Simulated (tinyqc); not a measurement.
Inside a calculation. Method: plane-wave Kohn-Sham cycle with exchange-only LDA in a layered model solid. One step of it, computed by the program tinyqc.

Problem. Iteration 2: Hamiltonian at one k. H(m,m') = (k + G_m)^2/2 delta + V(G_m - G_m'), with V(-G) = V(G).

A solid whose potential varies along x alone (atomic units):

| parameter | value |
|---|---|
| period a | 4.300000 |
| cross-section of the cell | 28.000000 |
| electrons per cell | 2 |
| grid points | 16 |
| plane waves -n..n, n | 3 |
| k points | 2 |
| V1 in V1 cos(2 pi x/a) | -0.500000 |
| V2 in V2 cos(4 pi x/a) | -0.090000 |

V(G_m), m = 0, 1, 2, ... (hartree): -0.242173  -0.245658  -0.045665  0.000031  0.000017  0.000000  0.000000

k = 0.250000 2 pi / a

Give: H.

Solution.

H (hartree):
```
         -3       -2       -1       +0       +1       +2       +3
-3   7.8313  -0.2457  -0.0457   0.0000   0.0000   0.0000   0.0000
-2  -0.2457   3.0272  -0.2457  -0.0457   0.0000   0.0000   0.0000
-1  -0.0457  -0.2457   0.3583  -0.2457  -0.0457   0.0000   0.0000
+0   0.0000  -0.0457  -0.2457  -0.1755  -0.2457  -0.0457   0.0000
+1   0.0000   0.0000  -0.0457  -0.2457   1.4259  -0.2457  -0.0457
+2   0.0000   0.0000   0.0000  -0.0457  -0.2457   5.1624  -0.2457
+3   0.0000   0.0000   0.0000   0.0000  -0.0457  -0.2457  11.0339
```
